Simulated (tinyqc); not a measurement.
Graded p-n junction, non-linear Poisson equation by Newton steps: two steps of the calculation.

One dimension, p side on the left, n side on the right; net doping C = (Nd - Na)/2 + ((Nd + Na)/2) tanh(x/Lg). The potential psi is counted from the intrinsic level, and the quasi-Fermi potentials are flat: 0 for holes and -V for electrons, so n = ni exp((psi + V)/Vt) and p = ni exp(-psi/Vt) (Boltzmann statistics, full ionisation, no current). Under reverse bias this makes the minority densities vanishingly small everywhere; they play no part in the charge.

Inputs (values chosen for the exercise): temperature T = 300 K; bias of the p side against the n side V = -7.5 V.

Constants: q = 1.602176634e-19 C, kB = 1.380649e-23 J/K, Vt = kB T/q. Results are converted to the units shown.

Task 1. Newton step. Solve the tridiagonal system a_(i-1) d_(i-1) + b_i d_i + a_i d_(i+1) = -F_i for nodes 1 to 12, with d = 0 on fixed nodes. If the largest |d| exceeds 4 Vt, the whole step is scaled down so that it equals 4 Vt.

coupling a_i, interval 0 to 12 (F/cm^2): 2.1019395e-9  3.5479547e-9  5.8854307e-9  9.8573717e-9  1.6402020e-8  1.4955504e-8  1.3594066e-8  1.2506540e-8  1.1369582e-8  1.0314672e-8  9.4388983e-9  8.6252002e-9  7.8781356e-9

```
node  diagonal b (F/cm^2)  residual F (C/cm^2)
1           -3.7637317e-6        1.7885951e-12
2           -2.2392187e-6        3.0020948e-10
3           -1.1658971e-6         5.4519700e-9
4           -4.1015834e-8         1.5958790e-7
5           -4.4167504e-7        -1.3337647e-7
6           -2.0227917e-6        -5.0985646e-9
7           -2.3586725e-6        -1.3691277e-9
8           -2.6160339e-6       -3.0797202e-10
9           -2.8859649e-6       -5.8573996e-11
10          -3.1646570e-6       -9.2426923e-12
11          -3.4576315e-6       -1.2133763e-12
12          -3.7814775e-6       -1.3052420e-13
```

psi after iteration 1, node 0 to 13 (V): -0.9032949  -0.9032944  -0.9031650  -0.8992281  -0.7998869  8.3920410  8.4304863  8.4322329  8.4326442  8.4327330  8.4327489  8.4327512  8.4327515  8.4327516

Find: Newton step d, before damping; psi after iteration 2.

Result 1.

Newton step d, before damping, node 1 to 12 (V): 0.0000  0.0002  0.0371  3.8360  -0.1597  -0.0037  -0.0006  -0.0001  0.0000  0.0000  0.0000  0.0000
psi after iteration 2, node 0 to 13 (V): -0.9033  -0.9033  -0.9032  -0.8982  -0.6965  8.3877  8.4304  8.4322  8.4326  8.4327  8.4327  8.4328  8.4328  8.4328

Task 2. Densities, residual and Jacobian diagonal. n_i = ni exp((psi_i + V)/Vt), p_i = ni exp(-psi_i/Vt), rho_i = p_i - n_i + C_i, g_i = (n_i + p_i)/Vt. Box widths w_i = (h_(i-1) + h_i)/2 in cm. Residual F_i = a_i (psi_(i+1) - psi_i) - a_(i-1) (psi_i - psi_(i-1)) + q rho_i w_i; Jacobian: a_(i-1) and a_i beside the diagonal, b_i = -a_(i-1) - a_i - q g_i w_i on it. The two end nodes are fixed.

```
node  x (nm)  psi after iteration 2 (V)  net doping C (cm^-3)
0     -10600                 -0.9032949         -1.6000000e15
1      -5840                 -0.9032943         -1.5999442e15
2      -3020                 -0.9031588         -1.5843191e15
3      -1320                 -0.8982277         -1.1603870e15
4       -305                 -0.6964789          7.2359071e14
5        305                  8.3877372          2.6764093e15
6        974                  8.4303864          4.1765074e15
7       1710                  8.4322167          4.7909369e15
8       2510                  8.4326409          4.9566961e15
9       3390                  8.4327324          4.9925091e15
10      4360                  8.4327488          4.9989225e15
11      5420                  8.4327512          4.9998706e15
12      6580                  8.4327515          4.9999873e15
13      7850                  8.4327516          4.9999990e15
```

coupling a_i, interval 0 to 12 (F/cm^2): 2.1019395e-9  3.5479547e-9  5.8854307e-9  9.8573717e-9  1.6402020e-8  1.4955504e-8  1.3594066e-8  1.2506540e-8  1.1369582e-8  1.0314672e-8  9.4388983e-9  8.6252002e-9  7.8781356e-9
ni = 1.0701223 cm^-3

Give: n; p; residual F; diagonal b.

Result 2.

```
node   n (cm^-3)   p (cm^-3)
0     7.249e-142    1.600e15
1     7.249e-142    1.600e15
2     7.288e-142    1.592e15
3     8.819e-142    1.315e15
4     2.161e-138    5.367e11
5       8.765e14  1.323e-141
6       4.563e15  2.542e-142
7       4.898e15  2.368e-142
8       4.979e15  2.330e-142
9       4.996e15  2.321e-142
10      4.999e15  2.320e-142
11      5.000e15  2.320e-142
12      5.000e15  2.320e-142
13      5.000e15  2.320e-142
```

```
node  residual F (1e-7 C/cm^2)  diagonal b (F/cm^2)
1                        0.000            -3.764e-6
2                        0.003            -2.239e-6
3                        0.053            -1.122e-6
4                        1.564            -2.653e-8
5                       -1.299            -3.787e-7
6                       -0.050            -2.015e-6
7                       -0.013            -2.357e-6
8                       -0.003            -2.616e-6
9                       -0.001            -2.886e-6
10                       0.000            -3.165e-6
11                       0.000            -3.458e-6
12                       0.000            -3.781e-6
```

Computed by the program tinyqc: `OMP_NUM_THREADS=1 python tinyqc.py 2000109 2000110 out.jsonl`, one thread of a shared Intel Xeon 2.30GHz, about 0.07 s for the whole run.
